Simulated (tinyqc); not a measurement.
From results back to parameters: exciton in an atomically thin sheet (Rytova-Keldysh potential). Four cases, with inputs chosen for the exercise.

Problem. The spacing of the 1s and 2s lines was computed from a hidden kap.

Relative motion in the plane with V(k) = -2 pi q/(k (kap + r0 k)), q = e^2/(4 pi eps0), c = hbar^2/2m0. Normalised Gaussians exp(-a_i r^2): with A = a_i + a_j, S_ij = 2 sqrt(a_i a_j)/A, T_ij = (4c/mu)(a_i a_j/A) S_ij, V_ij = -q S_ij times the integral over k from 0 to infinity of exp(-k^2/4A)/(kap + r0 k).

Converged values use 20 Gaussians with exponents 2^i/b^2, i = -11 to 8, b the larger of a0 kap/(2 mu) and sqrt(a0 r0/mu), a0 = 0.5291772 angstrom; p states use r exp(i theta) exp(-a r^2).

Constants: hbar^2/2m0 = 3.80998211 eV angstrom^2; e^2/(4 pi eps0) = 14.39964547 eV angstrom.

Case 1.

Values chosen (out of a larger set: near those of a MoTe2 monolayer; not measured data): r0 = 72.5 angstrom (screening length of the sheet).

mu = 0.29948 m0
2s - 1s = 143.65 meV

Case 2.

Values chosen (out of a larger set: near those of a WS2 monolayer; not measured data): r0 = 40.4 angstrom (screening length of the sheet).

mu = 0.17887 m0
2s - 1s = 289.98 meV

Case 3.

Values chosen (out of a larger set: near those of a MoTe2 monolayer; not measured data): r0 = 71.4 angstrom (screening length of the sheet).

mu = 0.30788 m0
2s - 1s = 132.24 meV

Case 4.

Values chosen (out of a larger set: near those of a MoS2 monolayer; not measured data): r0 = 39.6 angstrom (screening length of the sheet).

mu = 0.24886 m0
2s - 1s = 219.51 meV

Find: kap; 1s binding.

Solution. The spacing falls steadily as kap grows, so bisection on kap finds one value; the binding follows from the same solution.

Case 1.

kap = 2.45
1s binding = 234 meV

Case 2.

kap = 1.00
1s binding = 516 meV

Case 3.

kap = 3.10
1s binding = 203 meV

Case 4.

kap = 2.45
1s binding = 324 meV

Computed by tinyqc, one run a case: `OMP_NUM_THREADS=1 python tinyqc.py N N+1 out.jsonl` with N = 1281913, 1281965, 1282396, 1282605; one thread of a shared Intel(R) Xeon(R) Processor @ 2.30GHz, about 0.06 s a run at most.
